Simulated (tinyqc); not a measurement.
# Undoped gate-all-around wire MOSFET, analytic charge model: several studies

An undoped round wire of radius R under an insulator shell and a surrounding gate; long channel, electrons only, n = ni exp((psi - V)/Vt) with V the quasi-Fermi potential (0 at the source, Vd at the drain), constant mobility, no quantisation. The radial Poisson equation gives n(r) = n(0)/(1 - (1 - b) r^2/R^2)^2 with b = Q0/(Q + Q0). Q is the electron charge per area of the wire surface.

Values chosen for this exercise; material values close to those of silicon: temperature T = 325 K; band gap Eg = 1.14 eV; relative permittivity of the semiconductor eps_r = 11.6; conduction-band density of states at T Nc = 3.19e19 cm^-3; valence-band density of states at T Nv = 2.95e19 cm^-3; relative permittivity of the gate insulator eox = 3.71; insulator thickness tox = 3.5 nm; wire radius R = 20 nm; gate work function less that of the intrinsic body dphi = 0.06 V; channel mobility mu = 160 cm^2/(V s); gate length L = 0.2 um; drain voltage Vd = 0.5 V.

Constants: q = 1.602176634e-19 C, kB = 1.380649e-23 J/K, Vt = kB T/q, eps0 = 8.8541878128e-14 F/cm where lengths are in cm. Results are converted to the units shown.

Each table varies one quantity; the others keep the values above.

## Effect of the gate work function less that of the intrinsic body

ni = sqrt(Nc Nv) exp(-Eg/(2 Vt)), Eg in volts; Cox = eps0 eox/(R ln(1 + tox/R)); Q0 = 4 eps0 eps_r Vt/R; V0 = dphi + Vt ln[8 eps0 eps_r Vt/(q ni R^2)]. Q solves Vg - V0 - V = Q/Cox + Vt ln(Q/Q0) + Vt ln(1 + Q/Q0). I = mu (2 pi R/L)[2 Vt (Qs - Qd) + (Qs^2 - Qd^2)/(2 Cox) + Vt Q0 ln((Qd + Q0)/(Qs + Q0))], with Qs at V = 0 and Qd at V = Vd.  I(low) is taken at Vg = 0.26 V, Qs and I(high) at Vg = 1.01 V.

Result of one run:
```
dphi (V)  V0 (V)  I(low) (nA)  Qs(high) (nC/cm^2)  I(high) (uA)
0.01      0.4554       0.1507               444.7         11.65
```

What becomes of these results when the gate work function less that of the intrinsic body dphi is changed from 0.01 to 0.21 V, all else the same?

Result of the changed run:
```
dphi (V)  V0 (V)  I(low) (nA)  Qs(high) (nC/cm^2)  I(high) (uA)
0.21      0.6554     1.195e-4               267.8         4.767
```

The whole series:
```
dphi (V)  V0 (V)  I(low) (nA)  Qs(high) (nC/cm^2)  I(high) (uA)
-0.09     0.3554        5.121               536.4         15.82
-0.04     0.4054       0.8925               490.3         13.70
0.01      0.4554       0.1507               444.7         11.65
0.06      0.5054      0.02531               399.5         9.693
0.11      0.5554     0.004247               354.9         7.869
0.16      0.6054     7.125e-4               310.9         6.217
0.21      0.6554     1.195e-4               267.8         4.767
```

As dphi goes from -0.09 to 0.21 V, I(low) falls from 5.12 to 1.20e-4 nA and I(high) falls from 15.8 to 4.77 uA. V0 rises from 0.355 to 0.655 V. For dphi = -0.09 to 0.16 V the surface density at the source at the higher gate voltage passes 0.3 Nc, where Boltzmann statistics fail. For dphi = -0.09 to 0.16 V mu V/L at the higher gate voltage, with V the smaller of Vd and Vg - V0, passes 3e6 cm/s, so velocity saturation would lower the current.

## Effect of the wire radius

Same model as above.

Effect of the wire radius:
```
R (nm)  V0 (V)  I(low) (nA)  Qs(high) (nC/cm^2)  I(high) (uA)
6.7     0.5667     0.002841               444.4         3.465
9.3     0.5483     0.005475               426.0         4.682
13      0.5296      0.01070               412.1         6.414
18      0.5113      0.02051               402.1         8.756
26      0.4907      0.04278               394.0         12.51
36      0.4725      0.08199               388.8         17.20
50      0.4541       0.1581               385.0         23.77
```

Read the table: what changes, and by how much?

As R goes from 6.7 to 50 nm, I(low) rises from 0.00284 to 0.158 nA and I(high) rises from 3.47 to 23.8 uA. On average I(low) goes as R^(2.00) and I(high) goes as R^(0.96). Below threshold the charge is proportional to the cross-section of the body; above it the insulator sets the charge. In every row the surface density at the source at the higher gate voltage passes 0.3 Nc, where Boltzmann statistics fail. In every row mu V/L at the higher gate voltage, with V the smaller of Vd and Vg - V0, passes 3e6 cm/s, so velocity saturation would lower the current. At R = 50 nm L is under three scale lengths of this cross-section, so short-channel effects, left out here, would raise the subthreshold current.

## Effect of the insulator thickness

Same model as above.

The same in every row: V0 (V) = 0.50544.

Effect of the insulator thickness:
```
tox (nm)  I(low) (nA)  Qs(high) (nC/cm^2)  I(high) (uA)
1.2          0.025317              971.44        21.713
1.7          0.025317              725.69        16.699
2.4          0.025316              544.70        12.872
3.5          0.025315              399.49        9.6934
5            0.025313              299.72        7.4376
7.3          0.025311              222.90        5.6497
10           0.025309              175.83        4.5266
```

What does the table show?

As tox goes from 1.2 to 10 nm, I(low) stays near 0.0253 nA and I(high) falls from 21.7 to 4.53 uA. On average I(low) is independent of tox and I(high) goes as tox^(-0.74). Below threshold no voltage drops over the insulator in this long-channel model, so its thickness does not matter there. For tox = 1.2 to 5 nm the surface density at the source at the higher gate voltage passes 0.3 Nc, where Boltzmann statistics fail. In every row mu V/L at the higher gate voltage, with V the smaller of Vd and Vg - V0, passes 3e6 cm/s, so velocity saturation would lower the current.

tinyqc, about 0.02 s, one thread, Intel Xeon 2.30GHz (shared host): `OMP_NUM_THREADS=1 python tinyqc.py 2460029 2460030 out.jsonl`
